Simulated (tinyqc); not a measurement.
Comparisons within one model: ionisation potential and affinity of a slab from the planar-averaged potential. A value that a table varies takes the place of the one given here.

A model of the planar-averaged electrostatic energy of an electron in a periodic cell of N1 periods of A (L1 = N1 n1 h) and N2 periods of vacuum (L2 = N2 n2 h), on z_j = j h: V(z) = f VA + (1 - f) VB + F t(z), VA = V1[0] + V1[1] cos(2 pi z/(n1 h)) + V1[2] cos(4 pi z/(n1 h)), VB the same with V2, n2 and z - L1. f = [tanh(z/w) - tanh((z - L1)/w) + tanh((z - L1 - L2)/w)]/2 + 1/2; t(z) = z - L1/2 in A and (L1/L2)(L1 + L2/2 - z) beyond, so that the cell is periodic.

Running mean over n points, periodic: for odd n the plain mean of the n points centred on j; for even n the n + 1 points with half weight at both ends. The macroscopic average applies the mean over n1 points and then over n2 points.

Inputs chosen for the exercise (gap near that of Si; the results hold for these values, not for the real material):
- h = 0.3 angstrom (grid step)
- n1 = 6 (grid points per period of A)
- n2 = 5 (grid points per period of the vacuum filter)
- V1 = (-10.91, 4.37, 0.9) eV (mean and two harmonics of the potential in A)
- V2 = (0, 0, 0) eV (the same in vacuum)
- w = 0.51 angstrom (width of the interfaces)
- N1 = 4 (periods of A)
- N2 = 4 (periods of vacuum)
- F = 0 eV/angstrom (slope in A from opposite charges on the two interfaces)

## How thick the regions must be

N1 = N2 = N, no slope (F = 0); dV is read at j = floor(N n1/2) and N n1 + floor(N n2/2). The exact value is V2[0] - V1[0].

Results:
```
N  L1 (angstrom)  dV (eV)  error (meV)
1           1.80   4.5967     -6313.28
2           3.60   9.9298      -980.21
3           5.40  10.8349       -75.05
4           7.20  10.9071        -2.92
5           9.00  10.9098        -0.19
6          10.80  10.9100        -0.01
```

The error is below 10 meV from N = 4 on. The two windows together span 3.30 angstrom and must fit between the interface tails, which fall as exp(-2 z/w); the errors at N = 2, 3 and 4 are -980.21, -75.05 and -2.92 meV.

## The choice of windows

dV read at j = 12 and 34 after means over the numbers of points listed; ripple is the spread over the five points around each.

Results:
```
windows  dV (eV)  ripple in A (meV)  ripple in vacuum (meV)
none       5.640               7905                       1
6 only    10.909                  0                       5
5 only    10.215               1041                       3
7 only    11.405                744                       7
7, 6      10.903                  3                      32
6, 5      10.907                  1                      14
```

Which rows can be used, and how does a wrong window show?

The last row matches both periods and lies -3 meV from the value of a thick cell, V2[0] - V1[0] = 10.910 eV. Against it the raw potential errs by -5.27 eV. Within 20 meV of it lie: 6 only and 7, 6. A window one point too long leaves a ripple of 744 meV in A, against 1 meV in the last row: the ripple is the sign to look for. Rows to use, with under 30 meV of ripple in both regions once the tilt is taken off: 6 only and 6, 5. A row with a large ripple can hit the right value only by chance.

tinyqc: `OMP_NUM_THREADS=1 python tinyqc.py 1850719 1850720 out.jsonl`; about 0.01 s, one thread, shared Intel(R) Xeon(R) Processor @ 2.30GHz.
